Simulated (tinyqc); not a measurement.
# Long-channel MOSFET, surface-potential model: effects of single changes

n-channel transistor on a uniformly doped p-type body, gradual-channel approximation, constant mobility, Boltzmann statistics, full ionisation. Potentials are counted from the neutral body; V is the electron quasi-Fermi potential, Vsb at the source and Vsb + Vds at the drain. Charges are magnitudes per area.

Parameters, values chosen for the exercise; material values close to those of silicon:
- T = 300 K (temperature)
- Eg = 1.1 eV (band gap)
- eps_r = 11.8 (relative permittivity of the semiconductor)
- Nc = 2.83e19 cm^-3 (conduction-band density of states at T)
- Nv = 2.66e19 cm^-3 (valence-band density of states at T)
- Na = 1.8e17 cm^-3 (acceptor density of the body)
- eox = 25.4 (relative permittivity of the gate insulator)
- tox = 46 nm (insulator thickness)
- Vfb = -0.39 V (flat-band voltage)
- mu = 640 cm^2/(V s) (channel mobility)
- W = 10 um (gate width)
- L = 0.5 um (gate length)
- Vsb = 2 V (source-body reverse bias)
- Vgs = 1.19 V (gate-source voltage)
- Vds = 0.2 V (drain-source voltage)

Constants: q = 1.602176634e-19 C, kB = 1.380649e-23 J/K, Vt = kB T/q, eps0 = 8.8541878128e-14 F/cm where lengths are in cm. Results are converted to the units shown.

Each table varies one quantity; the others keep the values above.

## Transfer curve from weak to strong inversion

ni = sqrt(Nc Nv) exp(-Eg/(2 Vt)), Eg in volts; phiF = Vt ln(Na/ni); Cox = eps0 eox/tox; gamma = sqrt(2 q eps0 eps_r Na)/Cox. The surface potential psi at channel potential V solves Vgs + Vsb - Vfb - psi = gamma sqrt(G), G = psi - Vt + Vt exp((psi - 2 phiF - V)/Vt). Charge sheet: Qi = Cox gamma [sqrt(G) - sqrt(psi - Vt)]; I = mu (W/L) [integral of Qi dpsi from psi_0 to psi_L (drift) + Vt (Qi0 - QiL) (diffusion)], with psi_0 at V = Vsb and psi_L at V = Vsb + Vds. Pao-Sah: Qi(V) = (Cox gamma/2) integral from 3 Vt to psi of exp((u - 2 phiF - V)/Vt)/sqrt(G(u, V)) du, and I = mu (W/L) integral of Qi dV from Vsb to Vsb + Vds. Square law: VT = Vfb + 2 phiF + gamma sqrt(2 phiF + Vsb), m = 1 + gamma/(2 sqrt(2 phiF + Vsb)), I = mu Cox (W/L) [(Vgs - VT) v - m v^2/2] with v the smaller of Vds and (Vgs - VT)/m, and zero below VT. gm = dI/dVgs of the charge-sheet current.

Transfer curve from weak to strong inversion:
```
Vgs (V)  I, charge sheet (uA)  I, Pao-Sah (uA)  drift share (%)  gm/I (1/V)  I, square law (uA)
1.1                  0.001008         0.001013          0.01044       33.34                   0
1.23                  0.07681          0.07719           0.7859       33.18                   0
1.35                    3.193            3.216            20.85       26.42               7.858
1.48                    37.58            38.03            60.94       13.00               91.92
1.6                     122.4            124.0            78.15       7.272               236.3
1.73                    251.0            254.5            87.37       4.209               399.0
1.85                    381.6            386.8            91.26       2.917               549.2
1.98                    528.5            535.5            93.52       2.166               711.9
2.1                     667.0            675.6            94.79       1.743               862.1
```

What does the comparison show?

The charge-sheet current rises from 0.00101 to 667 uA. In the first row gm/I is 33.3 1/V, a swing of 69.1 mV a decade, against Vt ln 10 = 59.5 mV a decade for an ideal gate; in the last it is 1.74 1/V. Drift passes half of the current at Vgs = 1.48 V among the rows listed (VT = 1.30 V). The charge sheet departs most from Pao-Sah at Vgs = 1.73 V, where it is 1.4 % below it. In the last row the square law is 28 % above Pao-Sah. For Vgs = 1.6 to 2.1 V the surface electron density at the source passes 0.3 Nc, where degeneracy and quantisation, left out here, matter.

## Transfer curve from weak to strong inversion

Same model as above.

Results:
```
Vgs (V)  I, charge sheet (uA)  I, Pao-Sah (uA)  drift share (%)  gm/I (1/V)  I, square law (uA)
1.1                  0.001008         0.001013          0.01044       33.34                   0
1.23                  0.07681          0.07719           0.7859       33.18                   0
1.35                    3.193            3.216            20.85       26.42               7.858
1.6                     122.4            124.0            78.15       7.272               236.3
1.73                    251.0            254.5            87.37       4.209               399.0
1.85                    381.6            386.8            91.26       2.917               549.2
1.98                    528.5            535.5            93.52       2.166               711.9
2.1                     667.0            675.6            94.79       1.743               862.1
```

Estimate the missing row, Vgs = 1.48 V.

Computed row:
```
Vgs (V)  I, charge sheet (uA)  I, Pao-Sah (uA)  drift share (%)  gm/I (1/V)  I, square law (uA)
1.48                    37.58            38.03            60.94       13.00               91.92
```

With this row back in the table: The charge-sheet current rises from 0.00101 to 667 uA. In the first row gm/I is 33.3 1/V, a swing of 69.1 mV a decade, against Vt ln 10 = 59.5 mV a decade for an ideal gate; in the last it is 1.74 1/V. Drift passes half of the current at Vgs = 1.48 V among the rows listed (VT = 1.30 V). The charge sheet departs most from Pao-Sah at Vgs = 1.73 V, where it is 1.4 % below it. In the last row the square law is 28 % above Pao-Sah. For Vgs = 1.6 to 2.1 V the surface electron density at the source passes 0.3 Nc, where degeneracy and quantisation, left out here, matter.

## Effect of the acceptor density of the body

VT = Vfb + 2 phiF + gamma sqrt(2 phiF + Vsb), m = 1 + gamma/(2 sqrt(2 phiF + Vsb)). The swing is 20 mV/log10[I(VT - 0.14 V)/I(VT - 0.16 V)] of the charge-sheet current at the given Vds.

Effect of the acceptor density of the body:
```
Na (cm^-3)  gamma (V^0.5)  VT (V)      m  swing (mV/decade)  I at Vgs, Vds (uA)
1.8e16             0.1588  0.5930  1.048              62.81               401.5
3.3e16             0.2150  0.7191  1.065              63.83               274.5
6.2e16             0.2947  0.8868  1.088              65.28               115.0
1.1e17             0.3925   1.083  1.117              67.04               9.728
2.1e17             0.5423   1.373  1.161              69.73            0.001798
```

As Na goes from 1.8e16 to 2.1e17 cm^-3, VT rises from 0.593 to 1.37 V, the swing rises from 62.8 to 69.7 mV a decade and the current falls from 402 to 0.00180 uA. The swing is 0.67 % above m Vt ln 10 in the first row and 0.92 % above it in the last. The gate voltage is below VT in 1 of the 5 rows. For Na = 1.8e16 to 3.3e16 cm^-3 the surface electron density at the source passes 0.3 Nc, where degeneracy and quantisation, left out here, matter.

Program tinyqc, `OMP_NUM_THREADS=1 python tinyqc.py 2360007 2360008 out.jsonl`; Intel Xeon 2.30GHz, shared host, one thread, about 0.05 s.
